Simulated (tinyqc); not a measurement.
Against thickness at fixed field: leakage through a gate insulator: direct, Fowler-Nordheim, trap-assisted and Poole-Frenkel currents. Computed by tinyqc, a small Python program. Command: `OMP_NUM_THREADS=1 python tinyqc.py 3028930 3028931 out.jsonl oxideleak walk`. One thread of a shared host (Intel(R) Xeon(R) Processor @ 2.30GHz), about 0.01 s of CPU time with the checks.

Electrons enter from the cathode Fermi level at x = 0; the conduction band of the insulator lies phi_b - e F x above it, F = V/t. WKB exponents use a parabolic band with mass m.

Inputs (values chosen for the exercise, with an insulator like Si3N4):

| quantity | value | unit |
|---|---|---|
| thickness t | 5.5 | nm |
| barrier phi_b | 2.01 | eV |
| tunnelling mass m | 0.38 | m_0 |
| static constant eps_ox | 7.34 | - |
| voltage across the insulator V | 3.2 | V |
| trap depth phi_t | 1.5 | eV |
| trap density N_t | 1.1e+19 | cm^-3 |
| attempt rate nu_0 | 1e+12 | 1/s |
| activation of capture E_a | 0.27 | eV |
| temperature T | 400 | K |

Constants: hbar^2/(2 m_0) = 3.80998212 eV angstrom^2; e = 1.602176634e-19 C; hbar = 1.054571817e-34 J s; k_B = 8.617333262e-05 eV/K.

Method:
- For a level a distance phi(x) below the band, the WKB exponent is 2 int kappa dx with kappa = sqrt(m phi/(hbar^2/2m_0)); for a linear barrier from phi_1 down to phi_2 = max(phi_1 - e F d, 0) it is G = (4/3) sqrt(m/(hbar^2/2m_0)) (phi_1^(3/2) - phi_2^(3/2))/(e F).
- J_tun = e^3 F^2/(16 pi^2 hbar m phi_b) x exp(-G) / [1 - sqrt(phi_2/phi_b)]^2 with the free-electron mass in the cathode (m in m_0), phi_2 = max(phi_b - e V, 0): direct tunnelling for e V < phi_b, Fowler-Nordheim above. Image forces, back-flow and the limit on supply are left out, so J_tun is overstated below about 0.5 V.
- Equivalent oxide thickness = 3.9 t/eps_ox.
- A trap at depth x lies phi_t below the band. Capture: tunnel at the cathode Fermi level from 0 to x (G_in from phi_1 = phi_b), rate nu_0 exp(-G_in - E_c/k_B T) with E_c = E_a + max(phi_b - phi_t - e F x, 0), the last term being the height of the trap above the cathode Fermi level. Emission: tunnel from the trap level to the anode (G_out from phi_1 = phi_t over t - x), rate nu_0 exp(-G_out - E_a/k_B T). Re-emission to the cathode follows from detailed balance, rate_back = rate_in exp(dE/k_B T) with dE = phi_b - phi_t - e F x. Each trap passes R = rate_in rate_out/(rate_in + rate_back + rate_out) electrons per second; filling from the anode is left out.
- J_TAT = e N_t int_0^t R dx by the midpoint rule on 400 intervals; the most effective depth is the midpoint with the largest R, rounded to 0.01 nm.

field F = 5.81818 MV/cm

Currents:

| t (nm) | V (V) | J_tun (A/cm^2) | J_TAT (A/cm^2) |
|---|---|---|---|
| 1.2 | 0.6982 | 1.0787e+05 | 0.010080 |
| 1.6 | 0.9309 | 3.5231e+03 | 0.008719 |
| 2.2 | 1.2800 | 4.3616e+01 | 0.003165 |
| 3.0 | 1.7455 | 4.9737e-01 | 0.000478 |
| 4.0 | 2.3273 | 7.5434e-02 | 0.000106 |
| 5.5 | 3.2000 | 7.5434e-02 | 0.000101 |
| 7.5 | 4.3636 | 7.5434e-02 | 0.000101 |
| 10.0 | 5.8182 | 7.5434e-02 | 0.000101 |

What does the comparison show, and why?

Between the first rows J_tun falls by 3.71 decades per nm. From t = phi_b/(e F) = 3.45 nm it stops changing, since a triangular barrier does not feel the thickness. J_TAT stays below J_tun at all these thicknesses.

Extremes, crossings and ranges named in words are read from the listed rows.
